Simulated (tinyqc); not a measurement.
Cabrera-Mott growth of a thin oxide under its own electric field: one step, computed by the program tinyqc.

Electrons cross the film freely and set a fixed potential V across it; the field V/x lowers the barrier for ions entering the oxide.

Task: Scales. u = u0 exp(-W/(k_B T)), X1 = z b V/(k_B T) with V in volts and k_B T in eV; dx/dt = u exp(X1/x).

Inputs (values chosen for the exercise, for a model metal): barrier W = 1.65 eV; Mott potential V = 1.2 V; ion charge number z = 2; half jump distance b = 1.1 angstrom; prefactor u0 = N Omega nu = 9.6e+13 angstrom/s; temperature T = 450 K.

Backward hops: ignored.

Constants: k_B = 8.617333262e-05 eV/K.

Give: u; X1.

Result:

u = 3.185e-05 angstrom/s

X1 = 68.08 angstrom
